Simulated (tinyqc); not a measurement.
Holstein polaron on two sites: one step, computed by the program tinyqc. Command: `OMP_NUM_THREADS=1 python tinyqc.py 3021749 3021750 out.jsonl holstein walk`. One thread of a shared host (Intel(R) Xeon(R) Processor @ 2.30GHz), about 0.01 s of CPU time with the checks.

One electron on sites 1 and 2: H = -t (c1+ c2 + c2+ c1) + hbar omega sum_i b_i+ b_i - g hbar omega sum_i n_i (b_i + b_i+). The symmetric phonon shifts the energy by -g^2 hbar omega/2 and drops out; with b = (b_1 - b_2)/sqrt(2) there remains H = -t sigma_x + hbar omega b+ b - (g hbar omega/sqrt(2)) sigma_z (b + b+). Parity splits it into blocks p = +1 and -1 over phonon numbers n. Zero-point energies are left out. Weights Z refer to mode b alone; the displaced symmetric mode multiplies the full zero-phonon weight by exp(-g^2/2).

Task: Levels in the small basis. Diagonalise H; the eigenvector has its largest component positive; Z is the weight of n = 0.

H, even block (meV):
```
          1         2         3         4         5         6
1  -56.8090  -33.5791    0.0000    0.0000    0.0000    0.0000
2  -33.5791  167.1910  -47.4880    0.0000    0.0000    0.0000
3    0.0000  -47.4880  199.1910  -58.1607    0.0000    0.0000
4    0.0000    0.0000  -58.1607  423.1910  -67.1582    0.0000
5    0.0000    0.0000    0.0000  -67.1582  455.1910  -75.0851
6    0.0000    0.0000    0.0000    0.0000  -75.0851  679.1910
```

Give: levels; lowest eigenvector; Z in the small basis.

Result:

levels (meV): -61.9  132.1  223.5  373.1  496.9  703.5

lowest eigenvector: 0.9882  0.1507  0.0282  0.0034  0.0005  0.0000

Z in the small basis = 0.9765
